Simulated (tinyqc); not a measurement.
Ion-assisted plasma etching: sheath, surface coverage, synergy and aspect-ratio dependence: one step, computed by the program tinyqc.

Radicals adsorb on bare sites; ions remove covered sites with a high yield and bare sites by sputtering; a slow spontaneous reaction acts everywhere, walls included.

Task: Rate at the floor of the feature. Transmission of a long trench, rough form: K = (1 + ln(1 + A))/(1 + A + ln(1 + A)), walls that scatter diffusely without loss. With a loss probability S = s (1 - theta) at the floor, G_b/G_n = K/(K + S - K S); theta follows G_b, and the two are solved together. Ions are taken to reach the floor unshadowed; G_b replaces G_n in every term of the rate; A is depth over width. Steady coverage: s G_n (1 - theta) = x Y G_i theta; removal flux = Y G_i theta + Y_p G_i (1 - theta) + k_c G_n; rate = flux/N, 1 cm/s = 6e8 nm/min.

Inputs (values chosen for the exercise, close to those used for silicon in a halogen plasma): gas temperature T_g = 600 K; sticking coefficient s = 0.41; radicals per removed unit x = 2; spontaneous reaction probability k_c = 2.2e-05; solid density N = 5e+22 1/cm^3; aspect ratio A = 38.

Feature: long trench.

yield Y = 2.497715

sputter yield Y_p = 0.1803905

ion flux G_i = 2.275523e+16 1/(cm^2 s)

radical flux G_n = 2.243261e+17 1/(cm^2 s)

vertical rate = 332.3215 nm/min

Give: transmission K; G_b/G_n; coverage at the floor; rate at the floor; floor rate over open-field rate.

Result:

transmission K = 0.1093

G_b/G_n = 0.2668

coverage at the floor = 0.1776

rate at the floor = 161.6 nm/min

floor rate over open-field rate = 0.4864

The lag is 51 %. Caution: at this aspect ratio many ions strike the walls, so ion shadowing, left out here, adds to the lag. Caution: the trench transmission is an interpolation between the limits 1 and ln(A)/A, good to tens of per cent.
